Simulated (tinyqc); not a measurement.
# From spontaneous polarisation Ps back to temperature T

Model: Landau-Devonshire theory of a uniaxial ferroelectric. Computed by tinyqc, a small Python program. Command: `OMP_NUM_THREADS=1 python tinyqc.py 3002136 3002137 out.jsonl ferro inv`. One thread of a shared host (Intel(R) Xeon(R) Processor @ 2.30GHz), about 0.05 s of CPU time with the checks.

G(P) = (alpha/2) P^2 + (beta*/4) P^4 + (gamma/6) P^6 - E P per volume, SI units, one domain, P along the polar axis, which is normal to the film.

Inputs (values chosen for the exercise, modelled on barium titanate):
```
quantity                        value         unit
alpha_0                        651000  J m/(C^2 K)
Curie-Weiss temperature T0        381            K
beta                        -8.33e+08    J m^5/C^4
gamma                        1.72e+10    J m^9/C^6
misfit strain u_m              -0.014            -
electrostriction Q12           -0.043      m^4/C^2
compliance s11 + s12          5.6e-12        m^2/N
```

Sample: epitaxial film.

Constants: eps_0 = 8.8541878128e-12 F/m.

Method:
- alpha = alpha_0 (T - T0*), with clamping: T0* = T0 + 4 Q12 u_m/(alpha_0 (s11 + s12)), beta* = beta + 4 Q12^2/(s11 + s12).
- Ps^2 = [-beta* + sqrt(beta*^2 - 4 alpha gamma)]/(2 gamma).
- chi = 1/(eps_0 G''), G'' = alpha + 3 beta* P^2 + 5 gamma P^4 at Ps. Ps, chi and the coercive field are for perfect screening, without a depolarising field. The intrinsic coercive field is |alpha P + beta* P^3 + gamma P^5| at the P_c where G'' = 0. 1 C/m^2 = 100 microcoulomb/cm^2.

Question. A run gave the result below. Find the temperature T, known to lie between 290 and 600 K.

spontaneous polarisation Ps = 38.15347 microcoulomb/cm^2

Answer.

Each step takes the trial c = (a f_b - b f_a)/(f_b - f_a), f being the result less the target and a, b, c the logarithms of the listed values; c replaces end b, the old b replaces a if the sign of f changed, and otherwise f_a is halved.

Scan of the range:
```
temperature T (K)  spontaneous polarisation Ps (microcoulomb/cm^2)
290                                                        39.3791
327                                                        38.8436
370                                                        38.1938
417                                                        37.4459
471                                                        36.5311
532                                                        35.4138
600                                                        34.0395
```

False position (Illinois rule, in the logarithm of the input) inside the bracket:
```
step    end a    end b    trial  spontaneous polarisation Ps (microcoulomb/cm^2)
1     370.000  417.000  372.392                                          38.1567
2     417.000  372.392  372.584                                          38.1537
3     417.000  372.584  372.614                                          38.1533
4     372.584  372.614  372.600                                          38.1535
```

Spontaneous polarisation Ps falls at every point of a 13-point scan of the range (every second point is shown), so one value fits; it is bracketed by 370 and 417. Answer: temperature T = 372.6 K.

Caution: the strain shifts T0 by more than 500 K here, which is beyond the range where constant coefficients hold. Caution: far below T0* the expansion with linear alpha(T) is only a fit.
